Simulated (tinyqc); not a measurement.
Active against total: solid solubility of a dopant against its melt (retrograde solidus), clustering and the electrically active fraction. Computed by tinyqc, a small Python program. Command: `OMP_NUM_THREADS=1 python tinyqc.py 3014216 3014217 out.jsonl retro walk`. One thread of a shared host (Intel(R) Xeon(R) Processor @ 2.30GHz), about 0.01 s of CPU time with the checks.

Inputs (values chosen for the exercise, for a model dopant):
```
quantity                                      value    unit
atoms per cluster m                               4       -
cluster scale N* at 1273 K                  2.4e+20  1/cm^3
activation energy E_b of the cluster scale      0.3      eV
anneal temperature T_a                          975       K
```

Clustering: clusters of m atoms, electrons left out.

Constants: k_B = 8.617333262e-05 eV/K.

Method. A highly soluble donor (another dopant than that of the solidus) is limited by clustering. Donors N_a are active, and clusters hold m atoms each: N_t = N_a + m C, m C = N* (N_a/N*)^m, with N*(T) = N*(1273 K) exp[-(E_b/k_B)(1/T - 1/1273)].

Active density (1/cm^3):
```
N_t (1/cm^3)  N_a at T_a  fraction  N_a at T_a + 150 K  N_a at T_a - 150 K
1.00e+19      9.9912e+18   0.99912          9.9979e+18          9.9392e+18
3.00e+19      2.9342e+19   0.97806          2.9831e+19          2.6792e+19
1.00e+20      7.3742e+19   0.73742          8.7514e+19          5.2543e+19
2.00e+20      1.0239e+20   0.51197          1.3313e+20          6.7872e+19
5.00e+20      1.4173e+20   0.28346          1.9462e+20          9.0078e+19
1.00e+21      1.7461e+20   0.17461          2.4411e+20          1.0936e+20
2.00e+21      2.1184e+20   0.10592          2.9899e+20          1.3162e+20
5.00e+21      2.7016e+20   0.05403          3.8375e+20          1.6692e+20
```

What follows from these numbers?

The exponent d ln N_a/d ln N_t falls from 0.98 to 0.27, towards 1/m = 0.250. At the highest dose a 150 K hotter anneal gives 1.42 times the active density, and a later step 150 K cooler would cut it to 0.62 if it ran to equilibrium: short hot anneals come last. For ionised donors far above n_i the electrons enter the mass action too and halve the limiting exponent.

Extremes, crossings and ranges named in words are read from the listed rows.
